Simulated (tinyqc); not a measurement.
Inversion layer as a triangular well, valleys of the Si type: one step. Subband ladders. Three cases, with inputs chosen for the exercise.

Question. The ten lowest levels of all groups of valleys together, j = 0, 1, ..., c = hbar^2/2m0; primes mark the groups with lighter m_z.

Level j of a valley lies at E_j = a_j (c (e F)^2/m_z)^(1/3) above the band edge at the surface, with the Airy zeros a_j = 2.338107, 4.087949, 5.520560, 6.786708, 7.944134, 9.022651, 10.040174, 11.008524, 11.936016, 12.828777, and has <z> = 2 E_j/(3 e F).

Constants: hbar^2/2m0 = 3.80998211 eV angstrom^2.

Give: Subbands.

Case 1.

Valleys (masses in m0):
```
valleys g  cos^2(theta)       m_z       m_1       m_2       m_d
2              1.000000  0.905000  0.186000  0.186000  0.186000
4              0.000000  0.186000  0.186000  0.905000  0.410280
```

e F = 0.010849209 eV/angstrom

Answer.

Subbands:
```
label  valleys g  m_d (m0)  E (eV)  <z> (angstrom)
0              2    0.1860  0.1850           11.37
0'             4    0.4103  0.3135           19.27
1              2    0.1860  0.3235           19.88
2              2    0.1860  0.4369           26.84
3              2    0.1860  0.5371           33.00
1'             4    0.4103  0.5482           33.68
4              2    0.1860  0.6286           38.63
5              2    0.1860  0.7140           43.87
2'             4    0.4103  0.7403           45.49
6              2    0.1860  0.7945           48.82
```

The second subband is 0', 128.5 meV above the first. Levels above about 0.5 eV lie beyond parabolic valleys.

Case 2.

Valleys (masses in m0):
```
valleys g  cos^2(theta)       m_z       m_1       m_2       m_d
4              0.500000  0.311208  0.188000  0.545500  0.320241
2              0.000000  0.188000  0.188000  0.903000  0.412024
```

e F = 0.0026830707 eV/angstrom

Answer.

Subbands:
```
label  valleys g  m_d (m0)  E (eV)  <z> (angstrom)
0              4    0.3202  0.1041           25.85
0'             2    0.4120  0.1231           30.58
1              4    0.3202  0.1819           45.20
1'             2    0.4120  0.2152           53.47
2              4    0.3202  0.2457           61.04
2'             2    0.4120  0.2906           72.21
3              4    0.3202  0.3020           75.04
4              4    0.3202  0.3535           87.84
3'             2    0.4120  0.3573           88.77
5              4    0.3202  0.4015           99.77
```

The second subband is 0', 19.0 meV above the first.

Case 3.

Valleys (masses in m0):
```
valleys g  cos^2(theta)       m_z       m_1       m_2       m_d
6              0.333333  0.262098  0.193000  0.679667  0.362182
```

e F = 0.0090790339 eV/angstrom

Answer.

Subbands:
```
label  valleys g  m_d (m0)  E (eV)  <z> (angstrom)
0              6    0.3622  0.2483           18.24
1              6    0.3622  0.4342           31.88
2              6    0.3622  0.5864           43.06
3              6    0.3622  0.7208           52.93
4              6    0.3622  0.8438           61.96
5              6    0.3622  0.9583           70.37
6              6    0.3622  1.0664           78.31
7              6    0.3622  1.1693           85.86
8              6    0.3622  1.2678           93.09
9              6    0.3622  1.3626          100.05
```

The second subband is 1, 185.9 meV above the first. Levels above about 0.5 eV lie beyond parabolic valleys.

Computed by tinyqc, one run a case: `OMP_NUM_THREADS=1 python tinyqc.py N N+1 out.jsonl` with N = 1251127, 1251221, 1251265; one thread of a shared Intel(R) Xeon(R) Processor @ 2.30GHz, about 0.03 s a run at most.
